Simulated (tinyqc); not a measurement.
Schottky barriers and band offsets from neutrality levels: one step. The density of gap states that S implies. Five cases, with inputs chosen for the exercise.

Question. S and PhiN are those of material 1, from the metal contact. In the picture of a dipole layer, S = 1/(1 + 4 pi (e^2/4 pi eps0) D dl/ei) with D states per area and energy. The charge in the gap states is D (WM - PhiN) S electrons missing per area, and the dipole step is (1 - S)(WM - PhiN). 1 angstrom^-2 = 1e16 cm^-2.

Constants: e^2/(4 pi eps0) = 14.39964547 eV angstrom.

Give: D; electrons missing from the gap states (negative: in excess); dipole step.

Case 1.

Values chosen: WM = 4.33 eV (work function of a metal); dl = 4.7 angstrom (width of the interface dipole layer); ei = 1 (its dielectric constant).

S = 0.042229
PhiN = 4.65000 eV

Answer.

D = 2.667e+14 1/(cm^2 eV)
electrons missing from the gap states (negative: in excess) = -3.60e+12 cm^-2
dipole step = -0.306 eV

A surface holds about 1e15 atoms per cm^2, so 0.4 % of an electron per atom makes this step.

Case 2.

Values chosen: WM = 3.97 eV (work function of a metal); dl = 1.9 angstrom (width of the interface dipole layer); ei = 2 (its dielectric constant).

S = 0.118134
PhiN = 4.90000 eV

Answer.

D = 4.343e+14 1/(cm^2 eV)
electrons missing from the gap states (negative: in excess) = -4.77e+13 cm^-2
dipole step = -0.820 eV

A surface holds about 1e15 atoms per cm^2, so 4.8 % of an electron per atom makes this step.

Case 3.

Values chosen: WM = 4.74 eV (work function of a metal); dl = 2.6 angstrom (width of the interface dipole layer); ei = 2 (its dielectric constant).

S = 0.074324
PhiN = 4.89000 eV

Answer.

D = 5.294e+14 1/(cm^2 eV)
electrons missing from the gap states (negative: in excess) = -5.90e+12 cm^-2
dipole step = -0.139 eV

A surface holds about 1e15 atoms per cm^2, so 0.6 % of an electron per atom makes this step.

Case 4.

Values chosen: WM = 4.34 eV (work function of a metal); dl = 1.6 angstrom (width of the interface dipole layer); ei = 1.5 (its dielectric constant).

S = 0.120086
PhiN = 4.85000 eV

Answer.

D = 3.796e+14 1/(cm^2 eV)
electrons missing from the gap states (negative: in excess) = -2.32e+13 cm^-2
dipole step = -0.449 eV

A surface holds about 1e15 atoms per cm^2, so 2.3 % of an electron per atom makes this step.

Case 5.

Values chosen: WM = 5.1 eV (work function of a metal); dl = 1.6 angstrom (width of the interface dipole layer); ei = 2 (its dielectric constant).

S = 0.081444
PhiN = 4.81000 eV

Answer.

D = 7.791e+14 1/(cm^2 eV)
electrons missing from the gap states (negative: in excess) = 1.84e+13 cm^-2
dipole step = 0.266 eV

A surface holds about 1e15 atoms per cm^2, so 1.8 % of an electron per atom makes this step.

Computed by tinyqc, one run a case: `OMP_NUM_THREADS=1 python tinyqc.py N N+1 out.jsonl` with N = 1881110, 1881196, 1881208, 1881218, 1881279; one thread of a shared Intel(R) Xeon(R) Processor @ 2.30GHz, about 0.01 s a run at most.
